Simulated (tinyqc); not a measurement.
Inside a calculation. Model: resistance of a source-drain extension with a graded tip.

Numbers from tinyqc (`OMP_NUM_THREADS=1 python tinyqc.py 2282183 2282184 out.jsonl`; about 0.03 s on one thread of a shared Intel Xeon 2.30GHz). Printed values are rounded.

y runs along the channel, the gate covers y > 0. The doping is N0 for y < y0 and N0 10^(-(y - y0)/la) beyond, uniform over the depth xj. Sheet conductance s(y) = q mu(N) max(N - Nch, 0) xj + (for y > 0) ma Cox Vo, with mu(N) = u0 + (u1 - u0)/(1 + (N/Nr)^au) and Cox = eps0 eox/tox. Current is taken as one-dimensional; depletion of the tip, spreading and the contact are left out. The metallurgical junction lies at yj, where N = Nch.

Values chosen for this exercise; mobility law close to that of electrons in silicon:
```
symbol   value        unit                                                               meaning
eox       21.9              relative permittivity of the gate insulator (close to hafnium oxide)
tox         11          nm                                                   insulator thickness
N0        1e20       cm^-3                      active doping of the extension far from the gate
la         2.7   nm/decade                                                    lateral abruptness
y0         3.4          nm        position under the gate where the fall begins (gate edge at 0)
xj           8          nm                                                depth of the extension
Nch     2.7e18       cm^-3                                                        channel doping
Vo         0.9           V                                                        gate overdrive
ma         100  cm^2/(V s)                                    mobility of the gate-induced layer
u1        1414  cm^2/(V s)                                                mobility at low doping
u0        68.5  cm^2/(V s)                                               mobility at high doping
Nr      9.2e16       cm^-3                                                      reference doping
au       0.711                                                                          exponent
Lg          40          nm                                                           gate length
```

Constants: q = 1.602176634e-19 C, eps0 = 8.8541878128e-14 F/cm where lengths are in cm. Results are converted to the units shown.

## Sheet resistances and junction position

yj = y0 + la log10(N0/Nch); sheet resistance of the full extension 1/[q mu(N0)(N0 - Nch) xj] and of the gate-induced layer 1/(ma Cox Vo); metallurgical length Lg - 2 yj; ye is where the doped and the gate-induced conductances are equal.

yj = 7.63532 nm
sheet resistance of the extension = 1031.02 ohm/square
sheet resistance of the induced layer = 6303.15 ohm/square
metallurgical length = 24.7294 nm
ye = 5.65829 nm
N at ye = 1.45745e19 cm^-3

The gate takes over 1.98 nm before the junction, where N is still 5.40 times the channel doping.

## Resistance of the overlapped part

Midpoint rule on 9 equal steps from 0 to yj: R_ov = sum h/s(y), per width.

| point | y (nm) | N (cm^-3) | doped conductance (uS) | sheet resistance (ohm/square) |
|---|---|---|---|---|
| 0 | 0.424184 | 1e20 | 969.911 | 886.084 |
| 1 | 1.27255 | 1e20 | 969.911 | 886.084 |
| 2 | 2.12092 | 1e20 | 969.911 | 886.084 |
| 3 | 2.96929 | 1e20 | 969.911 | 886.084 |
| 4 | 3.81766 | 7.00344e19 | 694.062 | 1172.73 |
| 5 | 4.66603 | 3.39704e19 | 353.987 | 1950.69 |
| 6 | 5.51440 | 1.64775e19 | 178.931 | 2962.25 |
| 7 | 6.36276 | 7.99245e18 | 83.1105 | 4136.31 |
| 8 | 7.21113 | 3.87676e18 | 23.6014 | 5486.90 |

R_ov = 16.334 ohm um

The exact integral is 16.378 ohm um; the coarse sum is 0.27 % below it.
